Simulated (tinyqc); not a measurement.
Worked calculation: ROHF in the sto-3g basis, for H4, spin multiplicity 3. This run ends on a higher stationary point, not on the lowest solution. One step of it, computed by the program tinyqc.

Problem. Iteration 3: Roothaan effective Fock matrix. With projectors Pc = D(beta) S, Po = (D(alpha) - D(beta)) S, Pv = 1 - D(alpha) S, the block xy is Px^T F Py; with Fc = (F(alpha) + F(beta))/2, the blocks are Fc for cc, oo, vv and cv, F(beta) for co and F(alpha) for ov.

F(alpha) (hartree), order 1H 1s, 2H 1s, 3H 1s, 4H 1s:
$$\begin{pmatrix}
-0.577541 & -0.613144 & -0.040385 & -0.018598 \\
-0.613144 & -0.574015 & -0.215621 & -0.037150 \\
-0.040385 & -0.215621 & -0.368396 & -0.489947 \\
-0.018598 & -0.037150 & -0.489947 & -0.337925
\end{pmatrix}$$

F(beta) (hartree), order 1H 1s, 2H 1s, 3H 1s, 4H 1s:
$$\begin{pmatrix}
0.005644 & -0.239533 & 0.038939 & 0.052809 \\
-0.239533 & 0.026389 & -0.006125 & 0.022009 \\
0.038939 & -0.006125 & -0.080596 & -0.372135 \\
0.052809 & 0.022009 & -0.372135 & -0.069802
\end{pmatrix}$$

D(alpha) after iteration 2, order 1H 1s, 2H 1s, 3H 1s, 4H 1s:
$$\begin{pmatrix}
0.969126 & -0.259048 & -0.554122 & 0.548184 \\
-0.259048 & 0.822728 & 0.467971 & -0.566150 \\
-0.554122 & 0.467971 & 0.741078 & -0.176482 \\
0.548184 & -0.566150 & -0.176482 & 0.887925
\end{pmatrix}$$

D(beta) after iteration 2, order 1H 1s, 2H 1s, 3H 1s, 4H 1s:
$$\begin{pmatrix}
0.101486 & 0.085103 & -0.156629 & -0.164835 \\
0.085103 & 0.071366 & -0.131346 & -0.138227 \\
-0.156629 & -0.131346 & 0.241736 & 0.254401 \\
-0.164835 & -0.138227 & 0.254401 & 0.267728
\end{pmatrix}$$

overlap S, order 1H 1s, 2H 1s, 3H 1s, 4H 1s:
$$\begin{pmatrix}
1.000000 & 0.583616 & 0.044040 & 0.007214 \\
0.583616 & 1.000000 & 0.190135 & 0.043956 \\
0.044040 & 0.190135 & 1.000000 & 0.582982 \\
0.007214 & 0.043956 & 0.582982 & 1.000000
\end{pmatrix}$$

Give: effective F.

Solution.

effective F (hartree), order 1H 1s, 2H 1s, 3H 1s, 4H 1s:
$$\begin{pmatrix}
-0.2527 & -0.3884 & -0.0229 & -0.0057 \\
-0.3884 & -0.2554 & -0.1303 & -0.0293 \\
-0.0229 & -0.1303 & -0.2503 & -0.4735 \\
-0.0057 & -0.0293 & -0.4735 & -0.2371
\end{pmatrix}$$
